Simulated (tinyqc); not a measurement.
Worked calculation: linear model of a band gap against the share of exact exchange. Values are carried at full precision from step to step, so a last printed digit may differ when a step is redone from the rounded ones.

E(alpha) = E0 + S alpha. A wider gap screens less, modelled in the Penn form eps(alpha) = 1 + (e0 - 1)(EP/(EP + S alpha))^2 with a scale EP chosen for the exercise. A dielectric-dependent hybrid takes alpha = 1/eps.

Parameters, chosen for this exercise (of the order of those of HfO2; shifted at random, so the results belong to these values and not to a real crystal): E0 = 4.12 eV (gap of the semi-local functional); S = 7.75 eV (slope dE/d(alpha)); e0 = 4.95 (optical dielectric constant at alpha = 0); EP = 19.2 eV (energy scale of the screening); Et = 5.8 eV (target gap); a_start = 0.25 (starting alpha); fv = 0.68 (share of the opening taken by the valence edge); Ed = 1.4 eV (defect level above the semi-local valence top); cd = 0.26 (shift of the level per unit opening, on the scale of the mean potential).

## Fixed shares

Gap, error against the target and eps for alpha = 0, 0.25 and 1/e0; and the alpha that meets the target, (Et - E0)/S.

Results:
```
alpha   E (eV)  E - Et (eV)    eps
0.0000   4.120       -1.680  4.950
0.2500   6.058        0.258  4.259
0.2020   5.686       -0.114  4.377
```

alpha for the target = 0.2168

A quarter of exact exchange overshoots the target by 0.26 eV: the material needs 0.217, and 1/e0 = 0.202 lies closer to it than 0.25 does.

## Self-consistent share

Iterate alpha -> 1/eps(alpha) seven times from a_start. The fixed point solves alpha eps(alpha) = 1; the contraction factor there is 2 (eps - 1) S/((EP + S alpha) eps^2).

Iterates:
```
step    alpha     eps  E (eV)
0     0.25000  4.2591  6.0575
1     0.23479  4.2957  5.9397
2     0.23279  4.3006  5.9241
3     0.23253  4.3012  5.9221
4     0.23249  4.3013  5.9218
5     0.23249  4.3013  5.9218
6     0.23249  4.3013  5.9218
7     0.23249  4.3013  5.9218
```

fixed point = 0.23249
contraction factor = 0.1317

The factor is positive, so the iterates approach from one side, the error shrinking to 0.13 of itself each step; the gap is within 0.01 eV of its limit from step 2. Self-consistency moves the gap by +0.236 eV against the one-shot choice 1/e0, since a wider gap screens less.

## Band edges and a deep level

The opening c = S alpha lowers the valence top by fv c and raises the conduction edge by (1 - fv) c, both against the mean potential; the level moves by cd c. Use the fixed point. Compare with stretching the level in proportion to the gap and with pinning it to either edge.

opening c = 1.802 eV

shifts of the valence and conduction edges (eV): [-1.225, 0.577]

level above the valence top = 3.094 eV
level below the conduction edge = 2.828 eV

level above the valence top: stretched, tied to the valence edge, tied to the conduction edge (eV): [2.012, 1.400, 3.202]

The three recipes err by -1.08, -1.69 and +0.11 eV against alignment through the mean potential. With cd = 0.26 the level moves with the conduction edge, by 0.81 times as much as that edge.

## Checks

- Fixed point by bisection against 60 substitutions: both 0.23249.

Run: tinyqc, `OMP_NUM_THREADS=1 python tinyqc.py 1880902 1880903 out.jsonl`; Intel(R) Xeon(R) Processor @ 2.30GHz, one thread, shared host; about 0.01 s of CPU time with all checks.
